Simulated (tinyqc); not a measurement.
Bulk transistor, scale length and short-channel effects: effect of the channel length.

A gate, an insulator of thickness ti and a depleted layer of depth ts on a conducting body. Below threshold the potential that source and drain add obeys Laplace's equation and vanishes on the gate and at the bottom of the depleted layer. Its lowest mode decays along the channel as exp(-k y); k is the smallest positive root of the matching condition at the interface, and the scale length is Lambda = pi/k.

k is the smallest positive root of f(k) = eps_r sin(k ti) cos(k ts) + ei cos(k ti) sin(k ts). Along the channel psi(y) = s + a exp(y/l) + b exp(-y/l) with psi(0) = Vbi, psi(L) = Vbi + Vds and l = 1/k = Lambda/pi; with A = Vbi - s, B = A + Vds, x = exp(-L/l): a = (B - A x) x/(1 - x^2), b = (A - B x)/(1 - x^2). The minimum is s + 2 sqrt(a b), at y = (l/2) ln(b/a). The long-channel potential follows the gate as s = sT + (Vg - VTL)/m, and the threshold VT is the gate voltage at which the minimum equals sT. Swing = m Vt ln 10/g at threshold, g = d(minimum)/ds = 1 - (b x + a)/((1 + x) sqrt(a b)). DIBL = [VT(0.05 V) - VT(Vds)]/(Vds - 0.05 V). sT and Vbi are held fixed; m = 1 + eps_r ti/(ei ts) in each row.

Values chosen for this exercise; permittivities: semiconductor close to that of gallium nitride, insulator close to that of silicon nitride: temperature T = 300 K; relative permittivity of the semiconductor eps_r = 9.43; relative permittivity of the insulator ei = 7.57; insulator thickness ti = 3.6 nm; depletion depth ts = 26 nm; potential of the source Vbi = 1.04 V; potential of the barrier top at threshold sT = 0.36 V; drain voltage Vds = 0.8 V.

Constants: q = 1.602176634e-19 C, kB = 1.380649e-23 J/K, Vt = kB T/q. Results are converted to the units shown.

The same in every row: Lambda (nm) = 30.38.

Effect of the channel length:
```
L (nm),L/Lambda,VT - VTL at Vds = 0.05 V (mV),VT - VTL at Vds (mV),DIBL (mV/V),swing (mV/decade)
33,1.086,-447.8,-650.1,269.8,109.8
40,1.317,-273.7,-395.6,162.5,94.33
48,1.580,-164.4,-236.7,96.30,84.60
57,1.876,-96.58,-138.5,55.90,78.52
68,2.238,-52.15,-74.56,29.89,74.52
81,2.666,-25.84,-36.88,14.72,72.14
96,3.160,-11.70,-16.68,6.637,70.86
110,3.621,-5.633,-8.025,3.189,70.31
140,4.609,-1.188,-1.691,0.6715,69.90
```

From L = 33 to 140 nm, DIBL falls from 270 to 0.672 mV/V and the swing falls from 110 to 69.9 mV a decade (long-channel value 69.8). Between the last two rows the threshold shift at Vds decays with a length of 19.3 nm, against 2 Lambda/pi = 19.3 nm for a shift that goes as exp(-pi L/(2 Lambda)). DIBL first drops below 100 mV/V at L = 48 nm among the rows, L/Lambda = 1.6. For L = 33 to 40 nm L is under 1.5 Lambda, where higher modes, left out of the one-mode potential, count.

tinyqc, about 0.01 s, one thread, Intel Xeon 2.30GHz (shared host): `OMP_NUM_THREADS=1 python tinyqc.py 2420048 2420049 out.jsonl`
